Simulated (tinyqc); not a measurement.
The integration grid: Kohn-Sham PBE on finer and finer grids in the 6-31g basis, for H2, spin multiplicity 3. Computed by the program tinyqc with PySCF. 

Geometry (angstrom):
```
atom,x,y,z
H,0.0000,0.0000,0.0000
H,0.0000,0.0000,1.0420
```

Self-consistent on each grid; the net force on the molecule should vanish.

Kohn-Sham energy on Becke grids (radial x angular points per atom):
```
grid,points,residual of the electron count,E (hartree),E - finest (mhartree),largest net force without grid terms (hartree/bohr)
10 x 14,274,1.02e-02,-0.88422,-1.27005,2.22e-16
15 x 26,770,6.76e-03,-0.88472,-1.77098,1.67e-16
20 x 50,1986,2.43e-05,-0.88299,-0.04523,7.49e-16
30 x 86,5141,2.05e-05,-0.88296,-0.00955,6.38e-16
50 x 194,19366,-6.12e-08,-0.88295,-0.00005,5.55e-17
75 x 302,45250,-2.52e-09,-0.88295,0.00000,3.89e-17
120 x 590,141390,1.83e-10,-0.88295,0.00000,1.39e-16
```

The energy is within 0.1 mhartree of the finest grid first at 20 x 50. The error has one sign here, though quadrature is not variational. The net force vanishes by symmetry here, so only the electron count signals a poor grid.
